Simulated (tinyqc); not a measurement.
Worked calculation: two electrons on one impurity (helium-like model). Values are carried at full precision from step to step, so a last printed digit may differ when a step is redone from the rounded ones.

Units Ha* = 2 Ry m/eps^2 and a* = a0 eps/m. One electron is bound by Z^2/2. Two electrons in the singlet built from exp(-a r) and exp(-b r): S = 8 (ab)^(3/2)/(a + b)^3, h_aa = a^2/2 - Z a, h_bb alike, h_ab = S (ab/2 - Z (a + b)/2), J = ab (a^2 + 3ab + b^2)/(a + b)^3, K = 20 (ab)^3/(a + b)^5, E = (h_aa + h_bb + 2 S h_ab + J + K)/(1 + S^2). For a = b this is a^2 - 2 Z a + 5a/8. Real double donors are deeper, since the central cell is left out.

Constants: Ry = 13.60569312 eV; a0 (Bohr radius) = 0.5291772105 angstrom.

Inputs chosen for the exercise (near those of impurities in GaAs; not measured data):
```
symbol  value      unit  meaning
m       0.07       m0    one mean mass
eps     12.8             dielectric constant
Z       2                effective charge (1: D- centre, 2: double donor; other values mimic a central cell)
ab      (2.34, 1)  1/a*  trial exponents a, b
```

## Units and equal orbitals

Give Ha*, a*, the best common exponent Z - 5/16, E = -(Z - 5/16)^2, and the binding of the second electron -Z^2/2 - E.

Ha* = 11.626 meV
a* = 96.76 angstrom
exponent = 1.6875
E with equal orbitals = -2.84766 Ha*
binding of the second electron = 9.85 meV

The first electron is bound by 23.3 meV, 2.36 times as much as the second.

## Unequal orbitals

Evaluate the integrals and E.

S, h_aa, h_bb, h_ab, J, K: [0.76855, -1.94220, -1.50000, -1.66776, 0.84756, 0.61652]

E = -2.85518 Ha*

This lies 0.0075 Ha* below the best equal-orbital value -(Z - 5/16)^2.

## The minimum over a and b

Give a, b, E, both binding energies and U, their difference.

a, b (1/a*): [2.183, 1.189]

E = -2.87566 Ha*

binding of the first and second electron (meV): [23.25, 10.18]

U = 13.07 meV

Letting one electron stay close and the other roam (decay lengths 44 and 81 angstrom) gains 0.33 meV. The exact value for Z = 2 is -2.90372, 0.33 meV lower.

## Checks

- Minimum for Z = 1 against the known -0.51330: both -0.51330.
- Minimum for Z = 2 against the known -2.87566: both -2.87566.

Run: tinyqc, `OMP_NUM_THREADS=1 python tinyqc.py 1280459 1280460 out.jsonl`; Intel(R) Xeon(R) Processor @ 2.30GHz, one thread, shared host; about 0.04 s of CPU time with all checks.
